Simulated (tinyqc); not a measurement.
Inside a calculation. Model: ion implantation: universal nuclear stopping, Lindhard-Scharff electronic stopping and a Gaussian range profile. Computed by tinyqc, a small Python program that keeps every step. Command: `OMP_NUM_THREADS=1 python tinyqc.py 3008437 3008438 out.jsonl implant walk`. One thread of a shared host (Intel(R) Xeon(R) Processor @ 2.30GHz), about 0.07 s of CPU time with the checks. Intermediate numbers are printed to about 6 digits and carried at full precision; extremes and crossings named in words are read from the listed rows.

An ion slows by elastic collisions with screened nuclei and by friction with electrons; channelling is ignored and the target is uniform.

Inputs (values chosen for the exercise, modelled on oxygen ions in diamond):
```
quantity                                 value    unit
ion atomic number Z1                         8       -
ion mass M1                                 16       u
target atomic number Z2                      6       -
target mass M2                           12.01       u
target density N                         176.3  1/nm^3
ion energy E                               9.8     keV
scale factor of electronic stopping k     0.99       -
dose Q                                 6.3e+14  1/cm^2
background C_B                         3.5e+15  1/cm^3
displacement energy E_d                     40      eV
anneal budget D t                      2.7e-14    cm^2
```

Follow-up: anneal.

## Stopping at the entry energy

Reduced energy eps = 32.53 M2 E/(Z1 Z2 (M1 + M2)(Z1^0.23 + Z2^0.23)), E in keV; s_n = ln(1 + 1.1383 eps)/(2 (eps + 0.01321 eps^0.21226 + 0.19593 eps^0.5)) for eps up to 30 and ln(eps)/(2 eps) above; S_n = 8.462 Z1 Z2 M1 s_n/((M1 + M2)(Z1^0.23 + Z2^0.23)) in 1e-15 eV cm^2. S_e = k 3.83 Z1^(7/6) Z2/(Z1^(2/3) + Z2^(2/3))^(3/2) sqrt(E/M1) in 1e-15 eV cm^2, E in keV. dE/dx = N (S_n + S_e); 1e-15 eV cm^2 = 0.1 eV nm^2.

reduced energy eps = 0.911777

s_n = 0.320155

S_n = 23.7832 x 1e-15 eV cm^2

S_e = 10.2091 x 1e-15 eV cm^2

energy loss dE/dx = 599.285 eV/nm

Nuclear stopping carries 70 % of the loss at entry.

## Range and straggle

Path length R = int_0^E dE'/(N (S_n + S_e)); energy lost to nuclei nu = int_0^E S_n/(S_n + S_e) dE' (both with E' = E y^3 and 64 Gauss-Legendre points in y). Estimates of Lindhard type: R_p = R/(1 + M2/(3 M1)), straggle dR_p = (2/3) R_p sqrt(M1 M2)/(M1 + M2).

path length R = 18.6792 nm

projected range R_p = 14.9408 nm

straggle dR_p = 4.92949 nm

energy lost to nuclei nu = 7.73790 keV

79 % of the energy goes to nuclei over the whole path.

## Gaussian profile

C(x) = C_p exp(-(x - R_p)^2/(2 dR_p^2)) with C_p = Q/(sqrt(2 pi) dR_p), 1 nm = 1e-7 cm; the profile falls to the background at x_j = R_p + dR_p sqrt(2 ln(C_p/C_B)); the peak atomic fraction is C_p/N.

peak concentration C_p = 5.09857e+20 1/cm^3

Depth x_j where C falls to C_B = 38.9785 nm

peak atomic fraction = 0.00289199

## Damage

Kinchin-Pease count with efficiency 0.8: N_d = 0.8 nu/(2 E_d), taking all of nu as damage energy (an upper estimate, as recoils also lose energy to electrons). Spread over a depth R_p + dR_p, displacements per atom = Q N_d/(N (R_p + dR_p)).

displacements per ion N_d = 77.3790

displacements per atom = 0.139157

One displacement per atom would need a dose of 4.5e15 per cm^2 if no defects annealed.

## Anneal

Far from the surface a Gaussian stays Gaussian: sigma^2 = dR_p^2 + 2 D t; peak Q/(sqrt(2 pi) sigma); x_j = R_p + sigma sqrt(2 ln(peak/C_B)).

width sigma = 5.44976 nm

peak after the anneal = 4.61183e+20 1/cm^3

x_j after the anneal = 41.4031 nm

x_j moves by 2.42 nm.

## Nuclear against electronic stopping over energy

The formulas are those given above.

Stopping (1e-15 eV cm^2) and range:
```
E (keV)          eps      S_n      S_e   R (nm)      nu/E
1        9.30384e-02  23.2553   3.2612    3.303  0.898393
2        1.86077e-01  25.4998   4.6120    5.290  0.879830
5        4.65192e-01  25.8737   7.2922   10.602  0.838946
10       9.30384e-01  23.6905  10.3127   19.013  0.787754
20       1.86077e+00  19.7099  14.5844   35.620  0.709893
50       4.65192e+00  13.4182  23.0600   83.934  0.558642
100      9.30384e+00   9.1717  32.6117  156.601  0.420596
200      1.86077e+01   5.9102  46.1200  277.718  0.288514
500      4.65192e+01   3.0659  72.9221  543.917  0.155135
```

Nuclear stopping peaks near 5 keV among these rows (eps = 0.47; the universal curve peaks near 0.3). Electronic stopping overtakes it between 20 and 50 keV. The path length grows as E^0.68 at the low end and E^0.73 at the high end; constant stopping would give E^1, and stopping that rises with E, be it nuclear (below its peak) or electronic, gives a lower exponent.

Checks made by the program: range against adaptive quadrature (relative difference 4e-06).
